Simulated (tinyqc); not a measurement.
Photoconductance decay in a wafer: bulk and surface recombination modes, and iron detection by pair splitting: one step, computed by the program tinyqc. Command: `OMP_NUM_THREADS=1 python tinyqc.py 3112360 3112361 out.jsonl pcd walk`. One thread of a shared host (Intel(R) Xeon(R) Processor @ 2.30GHz), about 0.01 s of CPU time with the checks.

Both faces of the wafer have the same S; injection is low and all coefficients are constant. x runs from -W/2 to W/2.

Problem. Pairs form again. Association time tau_a = 5.7e5 (T/N_A) exp(0.66 eV/(k_B T)) s with T in K and N_A in 1/cm^3 (an empirical form); the unpaired share is exp(-t/tau_a).

Inputs (values chosen for the exercise, modelled on p-type silicon): boron density N_A = 1.9e+15 1/cm^3; storage temperature T = 298 K.

Constants: k_B = 8.617333262e-05 eV/K.

Give: tau_a; time until 5 % have paired; time until 99 % have paired.

Solution.

tau_a = 216.33 min

time until 5 % have paired = 665.77 s

time until 99 % have paired = 16.604 h
